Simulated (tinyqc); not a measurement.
Boltzmann transport in a parabolic band with a power-law relaxation time: one step. Transport coefficients. Two cases, with inputs chosen for the exercise.

Problem. Form the ratios; u is the mean energy carried, in kT.

tau = tau0 x^r with x = E/kT. With K_j = Gamma(j + 1) F_j(eta): <tau> = tau0 (r + 3/2) K_(r+1/2)/((3/2) K_(1/2)); mu = <tau>/(mc m0/e), m0/e = 5.685630e-12 kg/C; Hall factor rH = (3/2) K_(1/2) (2r + 3/2) K_(2r+1/2)/((r + 3/2) K_(r+1/2))^2; Seebeck S = -(kB/e) [(r + 5/2) K_(r+3/2)/((r + 3/2) K_(r+1/2)) - eta]; Lorenz number L = (kB/e)^2 [(r + 7/2) K_(r+5/2)/((r + 3/2) K_(r+1/2)) - ((r + 5/2) K_(r+3/2)/((r + 3/2) K_(r+1/2)))^2]; kB/e in V/K. Valley anisotropy is left out of rH.

Constants: kB = 8.617333262e-05 eV/K.

Give: <tau>/tau0; rH; u; S; L.

Case 1.

Values chosen (out of a larger set: masses near those of SiC; tau0 is set for a mobility of the usual size at this n, kL is a free input; freeze-out and phonon drag, which matter near 77 K, are left out; not measured data): r = 0.5 (exponent of tau).

F_j and K_j:
```
j,F_j,K_j
0.500,0.007695657,0.006820099
1.000,0.007701786,0.007701786
2.000,0.007709196,0.01541839
3.000,0.007712906,0.04627744
1.500,0.007706125,0.01024406
```

eta = -4.864379

Solution.

<tau>/tau0 = 1.506
rH = 1.104
u = 3.003
S = -677.9 microvolt/K
L = 2.228 1e-8 W ohm/K^2

The non-degenerate limits are rH = 1.104, u = r + 5/2 = 3 and L = (r + 5/2)(kB/e)^2 = 2.228; the degenerate ones are rH = 1 and L = 2.443.

Case 2.

Values chosen (out of a larger set: masses near those of Si; tau0 is set for a mobility of the usual size at this n, kL is a free input; freeze-out and phonon drag, which matter near 77 K, are left out; not measured data): r = -0.5 (exponent of tau).

F_j and K_j:
```
j,F_j,K_j
0.500,5.555655,4.923571
0.000,3.576363,3.576363
1.000,7.910460,7.910460
2.000,13.30868,26.61736
-0.500,2.042057,3.619451
```

eta = 3.547986

Solution.

<tau>/tau0 = 0.484
rH = 1.045
u = 4.424
S = -75.5 microvolt/K
L = 2.048 1e-8 W ohm/K^2

The non-degenerate limits are rH = 1.178, u = r + 5/2 = 2 and L = (r + 5/2)(kB/e)^2 = 1.485; the degenerate ones are rH = 1 and L = 2.443.

Computed by tinyqc, one run a case: `OMP_NUM_THREADS=1 python tinyqc.py N N+1 out.jsonl` with N = 1680091, 1680214; one thread of a shared Intel(R) Xeon(R) Processor @ 2.30GHz, about 0.01 s a run at most.
